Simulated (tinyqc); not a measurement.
Worked calculation: CIS and TDHF on RHF in the 3-21g basis, for H3+, spin multiplicity 1. One step of it, computed by the program tinyqc.

Problem. TDHF (RPA) triplet states. B(ia,jb) = - (ib|ja); the squared energies are the eigenvalues of (A - B)(A + B); 1 hartree = 27.211386 eV.

CIS matrix A, triplet (hartree), lower triangle:
```
           1>2        1>3        1>4        1>5       1>6
1>2   0.409865
1>3  -0.000003   0.447473
1>4   0.009308  -0.000060   1.207498
1>5   0.136422  -0.000006  -0.008128   1.379550
1>6   0.000013   0.138779   0.000065  -0.000007  1.413544
```

Two-electron integrals over orbitals (pq|rs), unique and non-zero (hartree):
```
(11|11) 0.602298    (21|11) -0.009409   (21|21) 0.105307    (22|11) 0.470889
(22|21) 0.051474    (22|22) 0.458168    (31|11) 0.000074    (31|21) 1.04e-06
(31|22) -0.000375   (31|31) 0.099242    (32|11) 2.50e-06    (32|21) -0.000418
(32|22) -0.000042   (32|31) -0.046235   (32|32) 0.036080    (33|11) 0.466635
(33|21) -0.051272   (33|22) 0.368835    (33|31) 0.000377    (33|32) 0.000041
(33|33) 0.444640    (41|11) 0.122052    (41|21) -0.006282   (41|22) 0.063195
(41|31) 0.000043    (41|32) 3.16e-06    (41|33) 0.061404    (41|41) 0.068890
(42|11) -0.009308   (42|21) 0.005015    (42|22) -0.002359   (42|31) 2.11e-07
(42|32) -0.000012   (42|33) -0.004973   (42|41) -0.006948   (42|42) 0.031045
(43|11) 0.000060    (43|21) 1.62e-07    (43|22) 0.000024    (43|31) -0.000435
(43|32) 0.000099    (43|33) 0.000021    (43|41) 0.000047    (43|42) 1.28e-06
(43|43) 0.034498    (44|11) 0.477147    (44|21) -0.015193   (44|22) 0.394317
(44|31) 0.000105    (44|32) 0.000011    (44|33) 0.401216    (44|41) 0.073676
(44|42) -0.005237   (44|43) 0.000028    (44|44) 0.412510    (51|11) 0.000911
(51|21) -0.069880   (51|22) -0.039555   (51|31) 1.88e-06    (51|32) 0.000286
(51|33) 0.031529    (51|41) 0.003772    (51|42) -0.033843   (51|43) -1.46e-06
(51|44) 0.006310    (51|51) 0.080435    (52|11) -0.136422   (52|21) -0.036400
(52|22) -0.097263   (52|31) 0.000262    (52|32) 0.000016    (52|33) -0.061574
(52|41) -0.062836   (52|42) -0.014507   (52|43) 0.000104    (52|44) -0.082253
(52|51) 0.045631    (52|52) 0.101312    (53|11) 0.000006    (53|21) 0.000270
(53|22) 0.000017    (53|31) 0.030535    (53|32) -0.010996   (53|33) -0.000006
(53|41) -1.61e-06   (53|42) 0.000132    (53|43) 0.013938    (53|44) -1.69e-06
(53|51) -0.000304   (53|52) -0.000036   (53|53) 0.020316    (54|11) 0.008128
(54|21) -0.093054   (54|22) -0.046889   (54|31) -3.37e-06   (54|32) 0.000378
(54|33) 0.045672    (54|41) 0.006389    (54|42) -0.009587   (54|43) -1.12e-06
(54|44) 0.014363    (54|51) 0.070817    (54|52) 0.037676    (54|53) -0.000275
(54|54) 0.096099    (55|11) 0.532193    (55|21) 0.083377    (55|22) 0.492327
(55|31) -0.000518   (55|32) -0.000095   (55|33) 0.382795    (55|41) 0.106930
(55|42) 0.014724    (55|43) -0.000093   (55|44) 0.433490    (55|51) -0.083118
(55|52) -0.165865   (55|53) 0.000076    (55|54) -0.087430   (55|55) 0.605366
(61|11) -0.000021   (61|21) -0.000008   (61|22) 0.000320    (61|31) -0.071084
(61|32) 0.036382    (61|33) -0.000268   (61|41) -0.000031   (61|42) -0.000006
(61|43) -0.033796   (61|44) -0.000049   (61|51) 3.51e-06    (61|52) -0.000342
(61|53) -0.036131   (61|54) 0.000010    (61|55) 0.000576    (61|61) 0.088016
(62|11) -0.000013   (62|21) 0.000338    (62|22) 0.000011    (62|31) 0.037880
(62|32) -0.015240   (62|33) -0.000021   (62|41) -0.000011   (62|42) 0.000149
(62|43) 0.016132    (62|44) -0.000015   (62|51) -0.000363   (62|52) -0.000029
(62|53) 0.021613    (62|54) -0.000342   (62|55) 0.000074    (62|61) -0.043855
(62|62) 0.027175    (63|11) -0.138779   (63|21) 0.039004    (63|22) -0.064409
(63|31) -0.000289   (63|32) -0.000015   (63|33) -0.088919   (63|41) -0.067017
(63|42) 0.020132    (63|43) -0.000138   (63|44) -0.089308   (63|51) -0.037856
(63|52) 0.044677    (63|53) 0.000024    (63|54) -0.038687   (63|55) -0.083972
(63|61) 0.000299    (63|62) 0.000036    (63|63) 0.095114    (64|11) -0.000065
(64|21) -0.000017   (64|22) 0.000377    (64|31) -0.095515   (64|32) 0.046613
(64|33) -0.000365   (64|41) -0.000045   (64|42) -3.34e-06   (64|43) -0.008574
(64|44) -0.000103   (64|51) 0.000010    (64|52) -0.000305   (64|53) -0.035005
(64|54) 0.000020    (64|55) 0.000609    (64|61) 0.082317    (64|62) -0.043225
(64|63) 0.000313    (64|64) 0.110158    (65|11) 0.000007    (65|21) -0.000649
(65|22) -0.000082   (65|31) -0.063716   (65|32) 0.036916    (65|33) 0.000075
(65|41) 0.000011    (65|42) -0.000172   (65|43) -0.017148   (65|44) 0.000026
(65|51) 0.000598    (65|52) 0.000072    (65|53) -0.025451   (65|54) 0.000674
(65|55) -0.000217   (65|61) 0.066723    (65|62) -0.031973   (65|63) -0.000065
(65|64) 0.075102    (65|65) 0.058857    (66|11) 0.554353    (66|21) -0.081256
(66|22) 0.400767    (66|31) 0.000520    (66|32) 0.000086    (66|33) 0.482734
(66|41) 0.122513    (66|42) -0.028587   (66|43) 0.000183    (66|44) 0.463279
(66|51) 0.068774    (66|52) -0.093587   (66|53) -0.000056   (66|54) 0.083011
(66|55) 0.435313    (66|61) -0.000492   (66|62) -0.000087   (66|63) -0.164175
(66|64) -0.000582   (66|65) 0.000195    (66|66) 0.612264
```

Give: TDHF matrix B, triplet; squared energies w^2; TDHF energies from the positive w^2.

Solution.

TDHF matrix B, triplet (hartree), lower triangle:
```
         1>2      1>3      1>4      1>5      1>6
1>2  -0.1053
1>3   0.0000  -0.0992
1>4   0.0063   0.0000  -0.0689
1>5   0.0699   0.0000  -0.0038  -0.0804
1>6   0.0000   0.0711   0.0000   0.0000  -0.0880
```

squared energies w^2 (hartree^2): 0.1356  0.1669  1.4529  1.9461  2.0423

TDHF energies from the positive w^2 (eV): 10.0185  11.1169  32.8000  37.9602  38.8871
